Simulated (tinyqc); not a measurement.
From results back to parameters: interband optics of a two-band s-p chain from momentum matrix elements. Five cases, with inputs chosen for the exercise.

Problem. At k = 0 the chain has the gap D0 = Es - Ep_ - 2 (ts + tp), w0 = 4 a^2 V^2, and masses 2c/mc = 2 ts a^2 + 2 w0/D0, 2c/mv = 2 tp a^2 + 2 w0/D0 (c = hbar^2/2m0, mv positive for holes). The oscillator strength there is f0 = w0/(c D0). V, ts and tp are hidden.

Constants: hbar^2/2m0 = 3.80998211 eV angstrom^2.

Find: V; ts; tp.

Method. w0 = f0 c D0 gives V; 1/mc - f0 = ts a^2/c and 1/mv - f0 = tp a^2/c.

Case 1.

Values chosen: a = 4.48 angstrom (period).
D0 = 4.3200 eV
f0 = 12.48675

mc, mv (m0): 0.068770  0.064124

Solution.

V = 1.60 eV
ts = 0.39 eV
tp = 0.59 eV

Case 2.

Values chosen: a = 4.37 angstrom (period).
D0 = 3.9900 eV
f0 = 11.30601

mc, mv (m0): 0.068662  0.076275

Solution.

V = 1.50 eV
ts = 0.65 eV
tp = 0.36 eV

Case 3.

Values chosen: a = 2.35 angstrom (period).
D0 = 3.7800 eV
f0 = 3.82909

mc, mv (m0): 0.207072  0.223147

Solution.

V = 1.58 eV
ts = 0.69 eV
tp = 0.45 eV

Case 4.

Values chosen: a = 3.95 angstrom (period).
D0 = 3.2500 eV
f0 = 5.24383

mc, mv (m0): 0.137148  0.148852

Solution.

V = 1.02 eV
ts = 0.50 eV
tp = 0.36 eV

Case 5.

Values chosen: a = 2.73 angstrom (period).
D0 = 4.3600 eV
f0 = 1.03658

mc, mv (m0): 0.587657  0.422518

Solution.

V = 0.76 eV
ts = 0.34 eV
tp = 0.68 eV

Computed by tinyqc, one run a case: `OMP_NUM_THREADS=1 python tinyqc.py N N+1 out.jsonl` with N = 1680027, 1680154, 1680189, 1680231, 1680337; one thread of a shared Intel(R) Xeon(R) Processor @ 2.30GHz, about 0.02 s a run at most.
